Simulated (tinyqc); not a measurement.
Electron-beam lithography: double-Gaussian proximity function, edge placement and dose correction for parallel lines: one step, computed by the program tinyqc.

Lines are infinitely long. Absorbed energy is counted so that the middle of a very large area written at dose 1 receives 1; the resist develops where it exceeds 1/2.

Task: Interaction matrix. f(r) = [exp(-r^2/alpha^2)/alpha^2 + eta exp(-r^2/beta^2)/beta^2]/(pi (1 + eta)). A line from a to b at dose d gives E(x) = d [S(alpha) + eta S(beta)]/(1 + eta), S(s) = [erf((b - x)/s) - erf((a - x)/s)]/2. M_ij is the mean of E at the two edges of line i from line j at dose 1.

Inputs (values chosen for the exercise, of the order of those for 50 keV electrons in resist on silicon): forward range alpha = 0.012 micrometre; backscatter range beta = 9.6 micrometre; backscatter ratio eta = 0.84.

Lines (micrometre):

| line | left edge | right edge | centre |
|---|---|---|---|
| 1 | 0.000 | 1.600 | 0.8000 |
| 2 | 2.700 | 2.732 | 2.7160 |
| 3 | 2.922 | 2.981 | 2.9515 |
| 4 | 11.981 | 12.040 | 12.0105 |
| 5 | 12.210 | 17.310 | 14.7600 |

Give: M.

Result:

M:
```
         1        2        3        4        5
1  0.31427  0.00082  0.00150  0.00041  0.01811
2  0.04116  0.27255  0.00158  0.00062  0.02976
3  0.04074  0.00086  0.27332  0.00065  0.03154
4  0.01102  0.00034  0.00065  0.27332  0.12362
5  0.00638  0.00020  0.00040  0.00137  0.39672
```
